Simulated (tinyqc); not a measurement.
Sheet resistance of a shallow doped layer with concentration-dependent mobility and limited activation: one step, computed by the program tinyqc. Command: `OMP_NUM_THREADS=1 python tinyqc.py 3008136 3008137 out.jsonl irvin walk`. One thread of a shared host (Intel(R) Xeon(R) Processor @ 2.30GHz), about 0.01 s of CPU time with the checks.

A layer of one dopant lies in a background of the opposite type. Current flows parallel to the surface down to the junction; depletion is ignored.

Problem. Sheet resistance. C(x) = C_s exp(-x^2/(2 l^2)). Active density N = min(C, C_a); carriers n = N - C_B; mobility mu = mu_min + (mu_max - mu_min)/(1 + ((N + C_B)/N_r)^alpha). Integrals from 0 to x_j, where C = C_B (Gauss-Legendre, 60 points on each smooth piece; 1 nm = 1e-7 cm): dose int C dx, carriers int n dx, mean mobility int n mu dx/int n dx, R_s = 1/(e int n mu dx).

Inputs (values chosen for the exercise, modelled on phosphorus in silicon):

| quantity | value | unit |
|---|---|---|
| surface concentration C_s | 1.8e+19 | 1/cm^3 |
| length l | 4.6 | nm |
| background C_B | 1.2e+16 | 1/cm^3 |
| mobility floor mu_min | 66.4 | cm^2/(V s) |
| mobility mu_max | 1400 | cm^2/(V s) |
| reference density N_r | 9.7e+16 | 1/cm^3 |
| exponent alpha | 0.73 | - |
| anneal temperature T | 1000 | C |

Profile: Gaussian.

active limit C_a = 5.025764e+20 1/cm^3

Constants: e = 1.602176634e-19 C.

Give: chemical dose; sheet carrier density; mean mobility; sheet resistance R_s; carriers per dopant atom; product R_s x_j.

Solution.

chemical dose = 1.038e+13 1/cm^2

sheet carrier density = 1.035e+13 1/cm^2

mean mobility = 114.2 cm^2/(V s)

sheet resistance R_s = 5277 ohm/square

carriers per dopant atom = 0.9980

product R_s x_j = 92844 ohm nm
